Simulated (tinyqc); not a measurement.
Cyclotron resonance of ellipsoidal valleys, Ge type, step by step. Values are carried at full precision from step to step, so a last printed digit may differ when a step is redone from the rounded ones.

Valleys along [111], [-111], [1-11], [11-1], mass ml along the axis and mt across it. B lies in the (1-10) plane, b = (sin(theta)/sqrt2, sin(theta)/sqrt2, cos(theta)). For the angle phi between B and the axis, 1/mc^2 = cos^2(phi)/mt^2 + sin^2(phi)/(mt ml). Resonance: h nu = 2 muB B/mc, h = 2 pi hbar.

Constants: hbar = 6.58211957e-16 eV s; muB = 5.788381798e-05 eV/T.

Values chosen for the exercise (near those of Ge; shifted at random, so the results belong to these values and not to a real crystal): theta = 13 degrees (angle of B from [001] towards [110]); ml = 1.522 m0 (longitudinal mass); mt = 0.084 m0 (transverse mass); nu = 24 GHz (microwave frequency); tau = 110 ps (scattering time).

## Angles to the valley axes

Give b and cos^2(phi) for each axis.

b: 0.1591  0.1591  0.9744

cos^2(phi): [111] 0.5569, [-111] 0.3165, [1-11] 0.3165, [11-1] 0.1436

## Cyclotron masses and resonance fields

For each axis, mc and B = h nu mc/(2 muB).

Resonances:

| axis | mc (m0) | B (T) |
|---|---|---|
| [111] | 0.1102 | 0.0945 |
| [-111] | 0.1411 | 0.1210 |
| [1-11] | 0.1411 | 0.1210 |
| [11-1] | 0.1923 | 0.1649 |

3 distinct masses appear; the limits are mt = 0.084 (B along the axis) and sqrt(ml mt) = 0.3576 (B across it).

## The same from the mass tensor

For the valley along [11-1]: M = mt 1 + (ml - mt) a a^T, and mc^2 = det M/(b M b).

M (m0), lower triangle:
```
         x        y       z
x   0.5633
y   0.4793   0.5633
z  -0.4793  -0.4793  0.5633
```

det M = 0.010739
b M b = 0.2904
mc = 0.1923 m0

## Line shape

For linear polarisation and one isotropic mass the absorbed power goes as P = [1 + (w^2 + wc^2) tau^2]/([1 + (wc^2 - w^2) tau^2]^2 + 4 w^2 tau^2), w = 2 pi nu. List it for wc/w = 0, 0.5, 0.8, 0.9, 1, 1.1, 1.2, 1.5 and 2, which is B over the resonance field.

w tau = 16.588

Power:

| wc/w | P |
|---|---|
| 0.0 | 0.003621 |
| 0.5 | 0.007971 |
| 0.8 | 0.04221 |
| 0.9 | 0.1338 |
| 1.0 | 0.5005 |
| 1.1 | 0.1337 |
| 1.2 | 0.04202 |
| 1.5 | 0.007455 |
| 2.0 | 0.002012 |

The largest listed value lies at wc/w = 1.0, 138.2 times the zero-field value. With w tau well above 1 the line is sharp, of relative half width about 1/(w tau). The closest two lines of this crystal are 28.1 % apart, so they are resolved.

## Checks

- Rotation frequency of dv/dt = -M^-1 (v x b) for the valley along [11-1], in units of e B/m0, against 1/mc: both 5.2003.

Run: tinyqc, `OMP_NUM_THREADS=1 python tinyqc.py 1281389 1281390 out.jsonl`; Intel(R) Xeon(R) Processor @ 2.30GHz, one thread, shared host; about 0.01 s of CPU time with all checks.
